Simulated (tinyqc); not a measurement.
# Voltage drop against the resistance of a horizontal segment

A grid of 13 by 13 nodes with segments Rx (rows) and Ry (columns); every node draws I1 and the central node kh I1; pads with resistance Rp sit at the nodes whose row and column are multiples of the pitch, counting from 0. The drops u = Vdd - V follow from G u = i, with G the conductance matrix and i the load currents, solved directly. Here the pitch is 4.

Inputs (values chosen for the exercise):
```
symbol,value,unit,meaning
Vdd,1,V,supply voltage
Ry,1.1,ohm,resistance of a vertical segment
Rp,0.097,ohm,resistance from a pad node to the supply
kh,1,,factor on the load at the hot node
I1,0.78,mA,load current of a node in the large grid
```

Voltage drop against the resistance of a horizontal segment:

| Rx (ohm) | pads | worst drop (mV) | mean drop (mV) | largest drop at a pad (mV) | largest pad current (mA) | worst drop over Vdd (%) |
|---|---|---|---|---|---|---|
| 0.12 | 16 | 3.0976 | 2.1843 | 1.0785 | 11.118 | 0.30976 |
| 0.25 | 16 | 3.4821 | 2.4954 | 1.0904 | 11.242 | 0.34821 |
| 0.5 | 16 | 4.1242 | 2.9969 | 1.0960 | 11.299 | 0.41242 |
| 1 | 16 | 5.2243 | 3.8037 | 1.1034 | 11.376 | 0.52243 |
| 2 | 16 | 7.1351 | 5.0898 | 1.1182 | 11.528 | 0.71351 |
| 4 | 16 | 10.578 | 7.2359 | 1.1390 | 11.743 | 1.0578 |
| 8 | 16 | 17.064 | 11.096 | 1.1600 | 11.959 | 1.7064 |

The worst drop rises from 3.10 to 17.1 mV and the mean drop rises from 2.18 to 11.1 mV. The worst drop goes as Rx^(0.16) between the first two rows and Rx^(0.69) between the last two.

Computed by the program tinyqc: `OMP_NUM_THREADS=1 python tinyqc.py 2770163 2770164 out.jsonl`, one thread of a shared Intel Xeon 2.30GHz, about 0.06 s for the whole run.
